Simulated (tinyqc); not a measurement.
From results back to parameters: deformation-potential model of the Delta valleys of a conduction band. Three cases, with inputs chosen for the exercise.

Problem. An ellipsoidal valley with ml > mt has the density-of-states mass m_d = (ml mt^2)^(1/3) and, averaged over equivalent valleys, the conductivity mass m_c = 3/(1/ml + 2/mt).

Find: K = ml/mt; mt; ml.

Method. With K = ml/mt, m_d/m_c = K^(1/3) (2 + 1/K)/3, which rises steadily for K > 1 and so fixes K; then mt = m_d K^(-1/3) and ml = K mt.

Case 1.

m_d = 0.3164204 m0
m_c = 0.2502911 m0

Solution.

K = ml/mt = 5.169
mt = 0.183 m0
ml = 0.946 m0

Case 2.

m_d = 0.3324764 m0
m_c = 0.2676600 m0

Solution.

K = ml/mt = 4.807
mt = 0.197 m0
ml = 0.947 m0

Case 3.

m_d = 0.3219218 m0
m_c = 0.2603796 m0

Solution.

K = ml/mt = 4.714
mt = 0.192 m0
ml = 0.905 m0

Computed by tinyqc, one run a case: `OMP_NUM_THREADS=1 python tinyqc.py N N+1 out.jsonl` with N = 1050312, 1050367, 1050377; one thread of a shared Intel(R) Xeon(R) Processor @ 2.30GHz, about 0.03 s a run at most.
